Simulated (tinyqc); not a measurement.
Worked calculation: Brillouin zone and empty-lattice bands of the hcp structure. Values are carried at full precision from step to step, so a last printed digit may differ when a step is redone from the rounded ones.

Primitive vectors a1 = a (1,0,0), a2 = a (-1/2, sqrt3/2, 0), a3 = (0,0,c); atoms at 0 and a1/3 + 2 a2/3 + a3/2. Reciprocal vectors obey a_i.b_j = 2 pi delta_ij; k is given in units of 2 pi/a. Empty-lattice levels are c0 (2 pi/a)^2 |k + G|^2, c0 = hbar^2/2m0. Points: M = (1/2, 1/(2 sqrt3), 0), K = (2/3, 0, 0), A = (0, 0, a/2c), L = M + A, H = K + A.

Constants: hbar^2/2m0 = 3.80998211 eV angstrom^2; a0 (Bohr radius) = 0.5291772105 angstrom.

Parameters, chosen for this exercise (lattice near that of Ru; not measured data):

| symbol | value | unit | meaning |
|---|---|---|---|
| a | 2.696 | angstrom | lattice constant |
| ca | 1.575 |  | c/a |
| Z | 1 |  | free electrons per atom |
| V1 | -0.47 | eV | atomic form factor on the shell that bounds the zone |

## Reciprocal lattice

Give b1, b2, b3, the cell volume, the zone volume (2 pi)^3/V and the energy unit c0 (2 pi/a)^2.

b1, b2, b3 as rows (2 pi/a):
```
        1       2       3
1  1.0000  0.5774  0.0000
2  0.0000  1.1547  0.0000
3  0.0000  0.0000  0.6349
```

cell volume = 26.728 angstrom^3
zone volume = 9.2804 1/angstrom^3
energy unit = 20.6939 eV

## Shells of G and Bragg planes

List the first six shells of G with their number, the structure factor |sum over atoms of exp(i G.tau)|/(atoms per cell), and the distance |G|/2 of the Bragg plane from Gamma.

Shells:

| \|G\|^2 ((2 pi/a)^2) | number | structure factor | \|G\|/2 (2 pi/a) |
|---|---|---|---|
| 0.4031 | 2 | 0.0000 | 0.3175 |
| 1.3333 | 6 | 0.5000 | 0.5774 |
| 1.6125 | 2 | 1.0000 | 0.6349 |
| 1.7365 | 12 | 0.8660 | 0.6589 |
| 2.9458 | 12 | 0.5000 | 0.8582 |
| 3.6281 | 2 | 0.0000 | 0.9524 |

The structure factor vanishes at |G|^2 = 0.403 and 3.628: no first-order gap opens on those planes.

## The free-electron sphere

n = 2 Z/V, kF = (3 pi^2 n)^(1/3), EF = c0 kF^2, rs = (3/(4 pi n))^(1/3)/a0; compare kF with |k| of the points on the zone surface.

n = 0.07483 1/angstrom^3
kF = 0.5594 2 pi/a
EF = 6.475 eV
rs = 2.782

Points:

| point | \|k\| (2 pi/a) | kF/\|k\| | lowest level (eV) | levels below EF |
|---|---|---|---|---|
| M | 0.5774 | 0.969 | 6.898 | 0 |
| K | 0.6667 | 0.839 | 9.197 | 0 |
| A | 0.3175 | 1.762 | 2.086 | 2 |
| L | 0.6589 | 0.849 | 8.984 | 0 |
| H | 0.7384 | 0.758 | 11.283 | 0 |

The sphere passes beyond A but not M, K, L and H: electrons spill into higher bands while the corners of the first zone stay empty. Free electrons ignore the d bands of this metal.

## Empty-lattice levels at Gamma, L and H

Give the five lowest values of |k + G|^2 with their degeneracy (spin not counted).

Levels:

| point | \|k + G\|^2 | degeneracy | E (eV) |
|---|---|---|---|
| Gamma | 0.0000 | 1 | 0.000 |
| Gamma | 0.4031 | 2 | 8.342 |
| Gamma | 1.3333 | 6 | 27.592 |
| Gamma | 1.6125 | 2 | 33.369 |
| Gamma | 1.7365 | 12 | 35.934 |
| L | 0.4341 | 4 | 8.984 |
| L | 1.1008 | 4 | 22.779 |
| L | 1.2404 | 4 | 25.668 |
| L | 1.9070 | 4 | 39.464 |
| L | 2.4341 | 8 | 50.371 |
| H | 0.5452 | 6 | 11.283 |
| H | 1.3515 | 6 | 27.967 |
| H | 1.8786 | 6 | 38.875 |
| H | 2.6848 | 6 | 55.559 |
| H | 2.9640 | 6 | 61.336 |

The lowest level is 4-fold at L and 6-fold at H: as many zones meet there, and these are the lowest sets at these points on which a weak potential acts. On the face A-H-L of hcp the levels stay paired: the structure factor of (0001) vanishes, and without spin-orbit coupling the screw axis with time reversal keeps the pairing to all orders.

## The gap at M

At M two waves k and k - G with G = 2k are degenerate at E0. With V = |V1| x structure factor of G the levels are E0 -/+ V, and the masses normal to the face are 1/(1 -/+ 2 E0/V).

structure factor = 0.5000
E0 = 6.898 eV

levels (eV): 6.663  7.133

masses normal to the face, lower and upper (m0): -0.0173  0.0167

EF of the free sphere, 6.48 eV, lies below the gap: the surface bulges towards the face without touching it (EF = c0 (3 pi^2 n)^(2/3) for 2 electrons a cell; its shift by the potential is neglected).

## Checks

- a_i.b_j/(2 pi) against the unit matrix: they agree to 1e-10 or better.

Program tinyqc; command `OMP_NUM_THREADS=1 python tinyqc.py 1851221 1851222 out.jsonl`; about 0.02 s on one thread of a shared Intel(R) Xeon(R) Processor @ 2.30GHz.
